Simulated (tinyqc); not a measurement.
Inside a calculation: donor level screened by free carriers (Yukawa potential). Values are carried at full precision from step to step, so a last printed digit may differ when a step is redone from the rounded ones.

Screening wave number: Debye ks^2 = 4 pi q n/(eps kB T); Thomas-Fermi ks^2 = 6 pi q n/(eps EF) with EF = c (3 pi^2 n/gv)^(2/3)/m, c = hbar^2/2m0; the two are joined by 1/ks^2 = sqrt(1/ks_D^4 + 1/ks_TF^4). 1e18/cm^3 = 1e-6/angstrom^3, q = e^2/(4 pi eps0).

Constants: e^2/(4 pi eps0) = 14.39964547 eV angstrom; kB = 8.617333262e-05 eV/K; hbar^2/2m0 = 3.80998211 eV angstrom^2; Ry = 13.60569312 eV; a0 (Bohr radius) = 0.5291772105 angstrom.

Values chosen for the exercise (near those of a donor in InP, with one mean mass; the results hold for these values, not for the real material):
- m = 0.084 m0 (mass)
- eps = 12.4 (dielectric constant)
- gv = 1 (valleys)
- T = 400 K (temperature)
- n = 0.23 x 1e18/cm^3 (free-carrier density)

## Units and screening length

Give Ry* = Ry m/eps^2, a* = a0 eps/m, EF, the three values of ks, and x = ks a*.

Ry* = 7.433 meV
a* = 78.12 angstrom
EF = 16.30 meV

ks: Debye, Thomas-Fermi, joined (1/angstrom): 0.00987  0.01758  0.00964

x = 0.7528

EF/kB T = 0.47, so the Debye value, the smaller one, controls the screening.

## One-parameter trial function

Potential -(q/(eps r)) exp(-ks r), q = e^2/(4 pi eps0). In units Ry* = Ry m/eps^2 and a* = a0 eps/m the problem is [-Laplacian - 2 exp(-x r)/r] psi = E psi with x = ks a*.

For exp(-z r): E(z) = z^2 - 8 z^3/(2z + x)^2 in Ry*. Scan z = 0.5, 0.6, ..., 1.1, then minimise; first order gives -1 + 2x.

Scan (Ry*):
```
z    kinetic  potential        E
0.5   0.2500    -0.3255  -0.0755
0.6   0.3600    -0.4531  -0.0931
0.7   0.4900    -0.5921  -0.1021
0.8   0.6400    -0.7399  -0.0999
0.9   0.8100    -0.8949  -0.0849
1.0   1.0000    -1.0557  -0.0557
1.1   1.2100    -1.2212  -0.0112
```

best z = 0.733
E = -0.1027 Ry*
binding = 0.76 meV

First order in x would give 0.506 Ry*, a rigid shift by q ks/eps; it overstates the loss of binding by 0.608 Ry*.

## Converged levels

Converged values use 18 functions exp(-z r), z = 1.55^i, i = -11 to 6: S = 2/A^3, H = z_i z_j S - 2/(A + x)^2, A = z_i + z_j.

The 1s and 2s levels and the mean radius.

1s = -0.1133 Ry*
binding = 0.84 meV
<r> = 184.6 angstrom
second root = 0.0000 Ry*

The trial function misses by 0.0106 Ry*. Screening leaves 11 % of the bare binding, 0.02 kB T. 2s is no longer bound (it unbinds at x = 0.310). At this density n^(1/3) a* is past the Mott value 0.26, so real donors overlap and form no separate level.

## Checks

- 1s at x = 0.5 against the known -0.29623 Ry*: both -0.29623.
- 1s at x = 0 against -1: both -1.00000.

(tinyqc, `OMP_NUM_THREADS=1 python tinyqc.py 1250835 1250836 out.jsonl`, Intel(R) Xeon(R) Processor @ 2.30GHz, 1 thread, shared host, about 0.01 s.)
